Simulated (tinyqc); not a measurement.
# CMOS inverter, nodal equation and switching: several studies

An n-channel pull-down (bn, VTn) and a p-channel pull-up (bp, VTp) share the input Vin and the output node Vout, which carries the load C. Transistor (EKV form, voltages against the body): I = 2 n b Vt^2 [F(vp - Vs) - F(vp - Vd)] from drain to source, F(v) = ln^2(1 + exp(v/(2 Vt))), vp = (Vg - VT + sg |Vd - Vs|)/n. n-channel bodies are at 0; for the p-channel device all voltages are counted down from Vdd. b in uA/V^2 gives I in uA. Static: In = Ip. Transient: C dVout/dt = Ip - In. No velocity saturation, no gate capacitance beyond C.

Parameters, values chosen for the exercise: temperature T = 300 K; supply voltage Vdd = 0.9 V; slope factor n = 1.19; drain-induced barrier lowering sg = 0.116; n-channel threshold VTn = 0.44 V; p-channel threshold (magnitude) VTp = 0.3 V; gain factor of the pull-down transistor bn = 380 uA/V^2; gain factor of the pull-up transistor bp = 300 uA/V^2; load capacitance C = 0.62 fF.

Constants: q = 1.602176634e-19 C, kB = 1.380649e-23 J/K, Vt = kB T/q. Results are converted to the units shown.

Each table varies one quantity; the others keep the values above.

## Effect of the drain-induced barrier lowering

VM solves In = Ip with Vin = Vout; VIL and VIH are the inputs of gain -1, NML = VIL - Vout(VIH), NMH = Vout(VIL) - VIH. For a step input the delay to Vdd/2 is tHL = C times the integral of dV/(In - Ip) from Vdd/2 to Vdd at Vin = Vdd, and tLH likewise with Ip - In from 0 to Vdd/2 at Vin = 0.

Effect of the drain-induced barrier lowering:
```
sg    VM (V)  gain at VM  NML (V)  NMH (V)  tHL (ps)  tLH (ps)
0.01  0.5121      -99.97   0.4519   0.3274     8.021     6.023
0.04  0.5098      -25.00   0.4349   0.3117     7.371     5.645
0.07  0.5077      -14.28   0.4178   0.2958     6.799     5.303
0.1   0.5056      -9.999   0.4006   0.2800     6.293     4.994
0.13  0.5036      -7.692   0.3834   0.2642     5.843     4.712
0.16  0.5017      -6.250   0.3661   0.2485     5.441     4.456
0.19  0.4998      -5.263   0.3489   0.2328     5.080     4.221
0.22  0.4981      -4.545   0.3318   0.2173     4.756     4.007
```

As sg goes from 0.01 to 0.22, VM falls from 0.512 to 0.498 V, the size of the gain falls from 100 to 4.55, tHL falls from 8.02 to 4.76 ps and tLH falls from 6.02 to 4.01 ps. The smaller margin is largest, 0.327 V, at sg = 0.01 among the rows. Barrier lowering gives both transistors an output conductance, which caps the gain. In every row the overdrive passes 0.5 V, where velocity saturation, left out here, would lengthen the delays of short devices.

## Energy per operation against supply voltage

A chain of 50 such gates sets the cycle time tc = 50 (tHL + tLH)/2; per gate and cycle the switching energy is 0.05 C Vdd^2 and the leakage energy Vdd Ileak tc, Ileak the mean supply current at Vin = 0 and Vdd.

Energy per operation against supply voltage:
```
Vdd (V)  tc (ns)  switching (aJ)  leakage (aJ)  total (aJ)
0.2         4032           1.240         23.26       24.50
0.25       847.3           1.938         7.515       9.453
0.3        189.3           2.790         2.440       5.230
0.35       46.33           3.797        0.8413       4.639
0.4        13.49           4.960        0.3377       5.298
0.5        2.403           7.750        0.1092       7.859
0.6       0.9372           11.16       0.07426       11.23
0.8       0.3633           19.84       0.08075       19.92
1         0.2163           31.00        0.1258       31.13
```

What does the table show?

The total energy goes from 24.5 through a minimum of 4.64 (at Vdd = 0.35 V among the rows listed) to 31.1 aJ, while the cycle time falls from 4030 to 0.216 ns. Leakage makes up 95 % of the total in the first row and 0.40 % in the last. Below threshold the cycle lengthens exponentially and leakage flows for all of it, hence the minimum. Lower supplies are left out, since the output no longer swings to within 20 % of both rails. At Vdd = 1 V the overdrive passes 0.5 V, where velocity saturation, left out here, would lengthen the delays of short devices. For Vdd = 0.2 to 0.4 V the supply is below a threshold, where mismatch, left out here, dominates margins and delay.

## Effect of the supply voltage

Same model as above.

Results:
```
Vdd (V)  VM (V)  gain at VM  NML (V)    NMH (V)  tHL (ps)  tLH (ps)
0.2      0.1566      -3.906   0.1288  -0.003898   1.589e5      2442
0.3      0.2090      -7.395   0.1726    0.04003      7343     228.4
0.4      0.2593      -8.406   0.2160    0.08361     490.2     49.54
0.5      0.3091      -8.583   0.2583     0.1264     75.48     20.63
0.8      0.4564      -8.620   0.3657     0.2403     8.440     6.093
1        0.5521      -8.620   0.4129     0.3006     4.651     4.002
1.2      0.6467      -8.621   0.4486     0.3548     3.130     2.961
```

Estimate the missing row, Vdd = 0.6 V.

Computed row:
```
Vdd (V)  VM (V)  gain at VM  NML (V)  NMH (V)  tHL (ps)  tLH (ps)
0.6      0.3587      -8.613   0.2984   0.1674     25.56     11.92
```

With this row back in the table: As Vdd goes from 0.2 to 1.2 V, VM rises from 0.157 to 0.647 V, the size of the gain rises from 3.91 to 8.62, tHL falls from 1.59e5 to 3.13 ps and tLH falls from 2440 to 2.96 ps. The smaller margin is largest, 0.355 V, at Vdd = 1.2 V among the rows. For Vdd = 1 to 1.2 V the overdrive passes 0.5 V, where velocity saturation, left out here, would lengthen the delays of short devices. For Vdd = 0.2 to 0.4 V the supply is below a threshold, where mismatch, left out here, dominates margins and delay.

Program tinyqc, `OMP_NUM_THREADS=1 python tinyqc.py 2340032 2340033 out.jsonl`; Intel Xeon 2.30GHz, shared host, one thread, about 0.03 s.
